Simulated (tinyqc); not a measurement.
Inside a calculation. Method: CIS and TDHF on RHF in the sto-3g basis, frozen core, for BeH2, spin multiplicity 1. Computed by tinyqc, a small Python program that keeps every step (integrals from PySCF). Settings: charge = 0, multiplicity = 1, basis = sto-3g, method = RHF, frozen orbitals = 1, energy threshold = 1e-10, iteration cap = 88, orthogonalisation = canonical, start = core, DIIS depth = 6, TDHF = 1. Command: `OMP_NUM_THREADS=1 python tinyqc.py 25156 25157 out.jsonl` (the two numbers bound the seeds that draw the settings). One thread of a shared host (Intel(R) Xeon(R) Processor @ 2.60GHz), about 0.08 s of CPU time with the checks. The early iterations of the SCF are left out here.

## One-electron integrals

Geometry (angstrom):

| atom | x | y | z |
|---|---|---|---|
| Be | 0.000000 | 0.000000 | 0.000000 |
| H | 0.000000 | 1.560000 | 0.000000 |
| H | 0.000000 | -1.560000 | 0.000000 |

Basis sto-3g: exponents (1/bohr^2) and contraction coefficients of normalised primitives:

| element | l (shell) | exponent | coefficient |
|---|---|---|---|
| Be | s (1) | 30.167871 | 0.154329 |
| Be | s (1) | 5.495115 | 0.535328 |
| Be | s (1) | 1.487193 | 0.444635 |
| Be | s (2) | 1.314833 | -0.099967 |
| Be | s (2) | 0.305539 | 0.399513 |
| Be | s (2) | 0.099371 | 0.700115 |
| Be | p (3) | 1.314833 | 0.155916 |
| Be | p (3) | 0.305539 | 0.607684 |
| Be | p (3) | 0.099371 | 0.391957 |
| H | s (1) | 3.425251 | 0.154329 |
| H | s (1) | 0.623914 | 0.535328 |
| H | s (1) | 0.168855 | 0.444635 |

Overlap, kinetic and nuclear-attraction integrals over the contracted functions; the nuclear repulsion is the sum of Za Zb / Rab.

nuclear repulsion = 2.88333737 hartree

overlap S, lower triangle:
```
           1Be 1s    1Be 2s   1Be 2px    1Be 2py   1Be 2pz     2H 1s     3H 1s
1Be 1s   1.000000
1Be 2s   0.259517  1.000000
1Be 2px  0.000000  0.000000  1.000000
1Be 2py  0.000000  0.000000  0.000000   1.000000
1Be 2pz  0.000000  0.000000  0.000000   0.000000  1.000000
2H 1s    0.042861  0.374406  0.000000   0.457274  0.000000  1.000000
3H 1s    0.042861  0.374406  0.000000  -0.457274  0.000000  0.014128  1.000000
```

kinetic energy T (hartree), lower triangle:
```
            1Be 1s    1Be 2s   1Be 2px    1Be 2py   1Be 2pz      2H 1s     3H 1s
1Be 1s    6.693975
1Be 2s   -0.033012  0.211111
1Be 2px   0.000000  0.000000  0.660592
1Be 2py   0.000000  0.000000  0.000000   0.660592
1Be 2pz   0.000000  0.000000  0.000000   0.000000  0.660592
2H 1s    -0.011918  0.039613  0.000000   0.127113  0.000000   0.760032
3H 1s    -0.011918  0.039613  0.000000  -0.127113  0.000000  -0.005646  0.760032
```

nuclear attraction V (hartree), lower triangle:
```
             1Be 1s     1Be 2s    1Be 2px    1Be 2py    1Be 2pz      2H 1s      3H 1s
1Be 1s   -15.239524
1Be 2s    -2.075311  -2.968182
1Be 2px    0.000000   0.000000  -2.888192
1Be 2py    0.000000   0.000000   0.000000  -3.072649
1Be 2pz    0.000000   0.000000   0.000000   0.000000  -2.888192
2H 1s     -0.341079  -1.021283   0.000000  -1.215203   0.000000  -2.748855
3H 1s     -0.341079  -1.021283   0.000000   1.215203   0.000000  -0.046264  -2.748855
```

core Hamiltonian H = T + V (hartree), lower triangle:
```
            1Be 1s     1Be 2s    1Be 2px    1Be 2py    1Be 2pz      2H 1s      3H 1s
1Be 1s   -8.545550
1Be 2s   -2.108323  -2.757071
1Be 2px   0.000000   0.000000  -2.227600
1Be 2py   0.000000   0.000000   0.000000  -2.412057
1Be 2pz   0.000000   0.000000   0.000000   0.000000  -2.227600
2H 1s    -0.352997  -0.981670   0.000000  -1.088091   0.000000  -1.988823
3H 1s    -0.352997  -0.981670   0.000000   1.088091   0.000000  -0.051910  -1.988823
```

## Two-electron integrals

Functions are numbered as in S; the eight-fold symmetry (ij|kl) = (ji|kl) = (kl|ij) leaves the list below.

Two-electron integrals (ij|kl) in chemists' order, unique and non-zero (hartree):
```
(11|11) 2.298831    (21|11) 0.392036    (21|21) 0.079539    (22|11) 0.570988
(22|21) 0.143041    (22|22) 0.417683    (31|31) 0.014607    (32|31) 0.021888
(32|32) 0.092265    (33|11) 0.569578    (33|21) 0.143083    (33|22) 0.417589
(33|33) 0.449859    (41|41) 0.014607    (42|41) 0.021888    (42|42) 0.092265
(43|43) 0.024249    (44|11) 0.569578    (44|21) 0.143083    (44|22) 0.417589
(44|33) 0.401360    (44|44) 0.449859    (51|51) 0.014607    (52|51) 0.021888
(52|52) 0.092265    (53|53) 0.024249    (54|54) 0.024249    (55|11) 0.569578
(55|21) 0.143083    (55|22) 0.417589    (55|33) 0.401360    (55|44) 0.401360
(55|55) 0.449859    (61|11) 0.063916    (61|21) 0.012961    (61|22) 0.023514
(61|33) 0.023352    (61|41) 0.001140    (61|42) 0.002159    (61|44) 0.023848
(61|55) 0.023352    (61|61) 0.002213    (62|11) 0.168941    (62|21) 0.043016
(62|22) 0.138696    (62|33) 0.133273    (62|41) 0.005601    (62|42) 0.035652
(62|44) 0.149415    (62|55) 0.133273    (62|61) 0.007755    (62|62) 0.071190
(63|31) 0.003762    (63|32) 0.018058    (63|43) 0.006021    (63|63) 0.006162
(64|11) 0.186577    (64|21) 0.048052    (64|22) 0.162288    (64|33) 0.152699
(64|41) 0.009021    (64|42) 0.055200    (64|44) 0.181301    (64|55) 0.152699
(64|61) 0.009011    (64|62) 0.094324    (64|64) 0.128417    (65|51) 0.003762
(65|52) 0.018058    (65|54) 0.006021    (65|65) 0.006162    (66|11) 0.337943
(66|21) 0.087528    (66|22) 0.317249    (66|33) 0.294593    (66|41) 0.012752
(66|42) 0.106777    (66|44) 0.362276    (66|55) 0.294593    (66|61) 0.016100
(66|62) 0.210803    (66|64) 0.295369    (66|66) 0.774606    (71|11) 0.063916
(71|21) 0.012961    (71|22) 0.023514    (71|33) 0.023352    (71|41) -0.001140
(71|42) -0.002159   (71|44) 0.023848    (71|55) 0.023352    (71|61) 0.002023
(71|62) 0.006547    (71|64) 0.007082    (71|66) 0.013218    (71|71) 0.002213
(72|11) 0.168941    (72|21) 0.043016    (72|22) 0.138696    (72|33) 0.133273
(72|41) -0.005601   (72|42) -0.035652   (72|44) 0.149415    (72|55) 0.133273
(72|61) 0.006547    (72|62) 0.035312    (72|64) 0.038173    (72|66) 0.076639
(72|71) 0.007755    (72|72) 0.071190    (73|31) 0.003762    (73|32) 0.018058
(73|43) -0.006021   (73|63) 0.002337    (73|73) 0.006162    (74|11) -0.186577
(74|21) -0.048052   (74|22) -0.162288   (74|33) -0.152699   (74|41) 0.009021
(74|42) 0.055200    (74|44) -0.181301   (74|55) -0.152699   (74|61) -0.007082
(74|62) -0.038173   (74|64) -0.040246   (74|66) -0.082631   (74|71) -0.009011
(74|72) -0.094324   (74|74) 0.128417    (75|51) 0.003762    (75|52) 0.018058
(75|54) -0.006021   (75|65) 0.002337    (75|75) 0.006162    (76|11) 0.008749
(76|21) 0.002166    (76|22) 0.006143    (76|33) 0.006061    (76|44) 0.006305
(76|55) 0.006061    (76|61) 0.000357    (76|62) 0.002090    (76|64) 0.002478
(76|66) 0.004894    (76|71) 0.000357    (76|72) 0.002090    (76|74) -0.002478
(76|76) 0.000092    (77|11) 0.337943    (77|21) 0.087528    (77|22) 0.317249
(77|33) 0.294593    (77|41) -0.012752   (77|42) -0.106777   (77|44) 0.362276
(77|55) 0.294593    (77|61) 0.013218    (77|62) 0.076639    (77|64) 0.082631
(77|66) 0.169602    (77|71) 0.016100    (77|72) 0.210803    (77|74) -0.295369
(77|76) 0.004894    (77|77) 0.774606
```

## Orthogonalisation

S = U s U^T; canonical form X = U s^(-1/2), so that X^T S X = 1. Each column of U has its largest component positive (the first on a tie).

eigenvalues of S: 0.346214  0.438321  0.954958  1.000000  1.000000  1.620849  1.639658

X:
```
                 1          2          3         4          5         6          7
1Be 1s    0.000000  -0.400994   0.919384  0.000000   0.000000  0.274717   0.000000
1Be 2s    0.000000   1.092715  -0.055420  0.000000   0.000000  0.540605   0.000000
1Be 2px   0.000000   0.000000   0.000000  0.618072   0.786121  0.000000   0.000000
1Be 2py   1.195165   0.000000   0.000000  0.000000   0.000000  0.000000   0.555223
1Be 2pz   0.000000   0.000000   0.000000  0.786121  -0.618072  0.000000   0.000000
2H 1s    -0.854391  -0.680665  -0.315299  0.000000   0.000000  0.353013   0.388337
3H 1s     0.854391  -0.680665  -0.315299  0.000000   0.000000  0.353013  -0.388337
```

Within a degenerate level the vectors are fixed only up to a rotation; this is one choice.

## Iteration 7 (converged): orbitals

converged F (hartree), lower triangle:
```
            1Be 1s     1Be 2s   1Be 2px    1Be 2py   1Be 2pz      2H 1s      3H 1s
1Be 1s   -4.529606
1Be 2s   -1.289640  -0.595391
1Be 2px   0.000000   0.000000  0.213839
1Be 2py   0.000000   0.000000  0.000000  -0.148999
1Be 2pz   0.000000   0.000000  0.000000   0.000000  0.213839
2H 1s    -0.220210  -0.340477  0.000000  -0.303328  0.000000  -0.235148
3H 1s    -0.220210  -0.340477  0.000000   0.303328  0.000000  -0.015467  -0.235148
```

Diagonalise F' = X^T F X, C = X C', fill 3 alpha and 3 beta electrons from the bottom; D = 2 C_occ C_occ^T. Each column has its largest component positive (the first on a tie).

F' = X^T F X (hartree), lower triangle:
```
          1         2          3         4         5          6          7
1  0.705400
2  0.000000  0.231223
3  0.000000  0.702992  -3.517425
4  0.000000  0.000000   0.000000  0.213839
5  0.000000  0.000000   0.000000  0.000000  0.213839
6  0.000000  0.292735  -1.667164  0.000000  0.000000  -1.306703
7  0.053122  0.000000   0.000000  0.000000  0.000000   0.000000  -0.373797
```

orbital energies (hartree): MO1 -4.532964, MO2 -0.418755, MO3 -0.376405, MO4 0.213839, MO5 0.213839, MO6 0.358815, MO7 0.708008

coefficients C:
```
               MO1        MO2        MO3        MO4       MO5        MO6        MO7
1Be 1s    0.991860  -0.212741   0.000000   0.000000  0.000000  -0.229102   0.000000
1Be 2s    0.031154   0.606107   0.000000   0.000000  0.000000   1.058780   0.000000
1Be 2px   0.000000   0.000000   0.000000   0.830793  0.556581   0.000000   0.000000
1Be 2py   0.000000   0.000000   0.495937   0.000000  0.000000   0.000000   1.220958
1Be 2pz   0.000000   0.000000   0.000000  -0.556581  0.830793   0.000000   0.000000
2H 1s    -0.003809   0.392448   0.429774   0.000000  0.000000  -0.730279  -0.834317
3H 1s    -0.003809   0.392448  -0.429774   0.000000  0.000000  -0.730279   0.834317
```

D after iteration 7, lower triangle:
```
            1Be 1s    1Be 2s   1Be 2px    1Be 2py   1Be 2pz      2H 1s     3H 1s
1Be 1s    2.058091
1Be 2s   -0.196086  0.736673
1Be 2px   0.000000  0.000000  0.000000
1Be 2py   0.000000  0.000000  0.000000   0.491907
1Be 2pz   0.000000  0.000000  0.000000   0.000000  0.000000
2H 1s    -0.174536  0.475494  0.000000   0.426281  0.000000   0.677470
3H 1s    -0.174536  0.475494  0.000000  -0.426281  0.000000  -0.061351  0.677470
```

Within a degenerate level the vectors are fixed only up to a rotation; this is one choice.

## Convergence

Stop when the energy changes by less than 1e-10 hartree and every element of the error matrix X^T (F D S - S D F) X is below 3e-06.

Course of the cycle:

| iteration | E (hartree) | change | largest element of the error matrix |
|---|---|---|---|
| 1 | -14.79915667 | - | 7.76e-01 |
| 2 | -15.51529321 | -7.16e-01 | 3.56e-02 |
| 3 | -15.51609022 | -7.97e-04 | 3.35e-03 |
| 4 | -15.51610190 | -1.17e-05 | 5.53e-04 |
| 5 | -15.51610236 | -4.62e-07 | 1.11e-05 |
| 6 | -15.51610236 | -1.01e-10 | 8.61e-09 |
| 7 | -15.51610236 | -1.07e-14 | 4.17e-09 |

PySCF RHF in the same basis = -15.51610236 hartree

Converged in 7 iterations.

## Integrals over molecular orbitals

(pq|rs) = sum C_ip C_jq C_kr C_ls (ij|kl), one index at a time.

one-electron integrals over orbitals h = C^T H C (hartree), lower triangle:
```
           1          2          3          4          5          6          7
1  -8.534232
2   0.208881  -2.300647
3   0.000000   0.000000  -2.236436
4   0.000000   0.000000   0.000000  -2.227600
5   0.000000   0.000000   0.000000   0.000000  -2.227600
6   0.203884  -0.241403   0.000000   0.000000   0.000000  -1.893215
7   0.000000   0.000000  -0.313001   0.000000   0.000000   0.000000  -1.858653
```

Two-electron integrals over orbitals (pq|rs), unique and non-zero (hartree); the lowest 1 orbital is frozen and left out:
```
(22|22) 0.374646    (32|32) 0.158833    (33|22) 0.386441    (33|33) 0.409821
(42|42) 0.047454    (43|43) 0.012511    (44|22) 0.353903    (44|33) 0.335488
(44|44) 0.449859    (52|52) 0.047454    (53|53) 0.012511    (54|54) 0.024249
(55|22) 0.353903    (55|33) 0.335488    (55|44) 0.401360    (55|55) 0.449859
(62|22) -0.014924   (62|33) -0.041265   (62|44) 0.067142    (62|55) 0.067142
(62|62) 0.083073    (63|32) -0.092184   (63|63) 0.087130    (64|42) 0.046594
(64|64) 0.049312    (65|52) 0.046594    (65|65) 0.049312    (66|22) 0.376474
(66|33) 0.387603    (66|44) 0.352725    (66|55) 0.352725    (66|62) -0.027892
(66|66) 0.393255    (72|32) -0.039258   (72|63) 0.062675    (72|72) 0.057303
(73|22) 0.000663    (73|33) -0.017964   (73|44) 0.070003    (73|55) 0.070003
(73|62) 0.078714    (73|66) -0.020726   (73|73) 0.087107    (74|43) 0.013276
(74|74) 0.016942    (75|53) 0.013276    (75|75) 0.016942    (76|32) 0.139796
(76|63) -0.091601   (76|72) -0.047553   (76|76) 0.136671    (77|22) 0.400933
(77|33) 0.417064    (77|44) 0.377814    (77|55) 0.377814    (77|62) -0.019456
(77|66) 0.410765    (77|73) 0.003004    (77|77) 0.454948
```

## CIS matrix, singlets

A(ia,jb) = (e_a - e_i) d_ij d_ab + 2 (ia|jb) - (ij|ab).

CIS matrix A, singlet (hartree), lower triangle:
```
          2>4       2>5       2>6        2>7       3>4       3>5       3>6       3>7
2>4  0.373600
2>5  0.000000  0.373600
2>6  0.000000  0.000000  0.567242
2>7  0.000000  0.000000  0.000000   0.840437
3>4  0.000000  0.000000  0.000000   0.000000  0.279778
3>5  0.000000  0.000000  0.000000   0.000000  0.000000  0.279778
3>6  0.000000  0.000000  0.000000  -0.014445  0.000000  0.000000  0.521876
3>7  0.000000  0.000000  0.017633   0.000000  0.000000  0.000000  0.000000  0.841564
```

## CIS singlet states

dipole integrals <i|r|a> (bohr):
```
            x          y          z
2>4  0.801330   0.000000  -0.536842
2>5  0.536842   0.000000   0.801330
2>6  0.000000   0.000000   0.000000
2>7  0.000000  -0.694007   0.000000
3>4  0.000000   0.000000   0.000000
3>5  0.000000   0.000000   0.000000
3>6  0.000000  -1.352076   0.000000
3>7  0.000000   0.000000   0.000000
```

Diagonalise A (1 hartree = 27.211386 eV); each vector has its largest component positive (the first on a tie). The transition dipole is mu = sqrt2 sum c_ia <i|r|a>.

singlet excitation energies (eV): 7.613152  7.613152  10.166182  10.166182  14.183178  15.404725  22.887242  22.930833

lowest vectors:
```
       state 1   state 2    state 3   state 4   state 5    state 6
2>4   0.000000  0.000000   0.995581  0.093906  0.000000   0.000000
2>5   0.000000  0.000000  -0.093906  0.995581  0.000000   0.000000
2>6   0.000000  0.000000   0.000000  0.000000  0.000000   0.997957
2>7   0.000000  0.000000   0.000000  0.000000  0.045206   0.000000
3>4   0.995589  0.093824   0.000000  0.000000  0.000000   0.000000
3>5  -0.093824  0.995589   0.000000  0.000000  0.000000   0.000000
3>6   0.000000  0.000000   0.000000  0.000000  0.998978   0.000000
3>7   0.000000  0.000000   0.000000  0.000000  0.000000  -0.063883
```

oscillator strengths 2/3 w |mu|^2: 0.000000  0.000000  0.463428  0.463428  1.327454  0.000000

Within a degenerate level the vectors are fixed only up to a rotation; this is one choice.

## TDHF (RPA) singlet states

B(ia,jb) = 2 (ia|jb) - (ib|ja); the squared energies are the eigenvalues of (A - B)(A + B); 1 hartree = 27.211386 eV.

TDHF matrix B, singlet (hartree), lower triangle:
```
          2>4       2>5       2>6       2>7       3>4       3>5       3>6       3>7
2>4  0.047454
2>5  0.000000  0.047454
2>6  0.000000  0.000000  0.083073
2>7  0.000000  0.000000  0.000000  0.057303
3>4  0.000000  0.000000  0.000000  0.000000  0.012511
3>5  0.000000  0.000000  0.000000  0.000000  0.000000  0.012511
3>6  0.000000  0.000000  0.000000  0.046636  0.000000  0.000000  0.087130
3>7  0.000000  0.000000  0.094753  0.000000  0.000000  0.000000  0.000000  0.087107
```

squared energies w^2 (hartree^2): 0.078119  0.078119  0.137325  0.137325  0.261682  0.307746  0.690424  0.702199

TDHF energies from the positive w^2 (eV): 7.605536  7.605536  10.083838  10.083838  13.919953  15.095483  22.610416  22.802405

## CIS matrix, triplets

A(ia,jb) = (e_a - e_i) d_ij d_ab - (ij|ab).

CIS matrix A, triplet (hartree), lower triangle:
```
          2>4       2>5        2>6        2>7       3>4       3>5       3>6       3>7
2>4  0.278691
2>5  0.000000  0.278691
2>6  0.000000  0.000000   0.401096
2>7  0.000000  0.000000   0.000000   0.725831
3>4  0.000000  0.000000   0.000000   0.000000  0.254757
3>5  0.000000  0.000000   0.000000   0.000000  0.000000  0.254757
3>6  0.000000  0.000000   0.000000  -0.139796  0.000000  0.000000  0.347617
3>7  0.000000  0.000000  -0.139796   0.000000  0.000000  0.000000  0.000000  0.667350
```

## CIS triplet states

Diagonalise A (1 hartree = 27.211386 eV); each vector has its largest component positive (the first on a tie).

triplet excitation energies (eV): 6.932280  6.932280  7.583577  7.583577  8.205732  9.283987  19.789908  21.004265

lowest vectors:
```
       state 1   state 2    state 3   state 4   state 5   state 6
2>4   0.000000  0.000000   0.992418  0.122906  0.000000  0.000000
2>5   0.000000  0.000000  -0.122906  0.992418  0.000000  0.000000
2>6   0.000000  0.000000   0.000000  0.000000  0.000000  0.919136
2>7   0.000000  0.000000   0.000000  0.000000  0.312943  0.000000
3>4   0.997090  0.076239   0.000000  0.000000  0.000000  0.000000
3>5  -0.076239  0.997090   0.000000  0.000000  0.000000  0.000000
3>6   0.000000  0.000000   0.000000  0.000000  0.949772  0.000000
3>7   0.000000  0.000000   0.000000  0.000000  0.000000  0.393940
```

Within a degenerate level the vectors are fixed only up to a rotation; this is one choice.

## TDHF (RPA) triplet states

B(ia,jb) = - (ib|ja); the squared energies are the eigenvalues of (A - B)(A + B); 1 hartree = 27.211386 eV.

TDHF matrix B, triplet (hartree), lower triangle:
```
           2>4        2>5        2>6        2>7        3>4        3>5        3>6        3>7
2>4  -0.047454
2>5   0.000000  -0.047454
2>6   0.000000   0.000000  -0.083073
2>7   0.000000   0.000000   0.000000  -0.057303
3>4   0.000000   0.000000   0.000000   0.000000  -0.012511
3>5   0.000000   0.000000   0.000000   0.000000   0.000000  -0.012511
3>6   0.000000   0.000000   0.000000  -0.078714   0.000000   0.000000  -0.087130
3>7   0.000000   0.000000  -0.062675   0.000000   0.000000   0.000000   0.000000  -0.087107
```

squared energies w^2 (hartree^2): 0.064744  0.064744  0.071952  0.075417  0.075417  0.098306  0.524668  0.591535

TDHF energies from the positive w^2 (eV): 6.923916  6.923916  7.299130  7.472829  7.472829  8.531789  19.710296  20.928631
